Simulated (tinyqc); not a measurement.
Disorder broadening of a one-dimensional band in the self-consistent Born approximation: one step of the calculation.

The local Green function is G = g0(z - Sigma) with z = E + i eta and g0(z) = 1/(sqrt(z - 2t) sqrt(z + 2t)), principal roots; the self-energy is Sigma = D G. The density of states is -Im G/pi.

Task. Born step. G = g0(z - Sigma), Sigma(out) = D G, Sigma(new) = Sigma + mix (Sigma(out) - Sigma).

Inputs (values chosen for the exercise):
```
symbol   value  unit                             meaning
t            1    eV                             hopping
D         0.16  eV^2  variance of the random site energy
eta       0.01    eV                     bare broadening
E       -0.319    eV         energy from the band centre
mix          1                                    mixing
```

Sigma at the start = 0.0000000+0.0000000i eV

Wanted: G; Sigma(out); Sigma after iteration 1.

Result.

G = -0.0004-0.5065i 1/eV
Sigma(out) = -0.00007-0.08104i eV
Sigma after iteration 1 = -0.00007-0.08104i eV

Sigma(out) of this first step, from Sigma = 0, is the plain (first) Born approximation.

Range of the model: The self-consistent Born approximation misses band tails from rare fluctuations and localisation.

Program tinyqc, `OMP_NUM_THREADS=1 python tinyqc.py 2720130 2720131 out.jsonl`; Intel Xeon 2.30GHz, shared host, one thread, about 0.02 s.
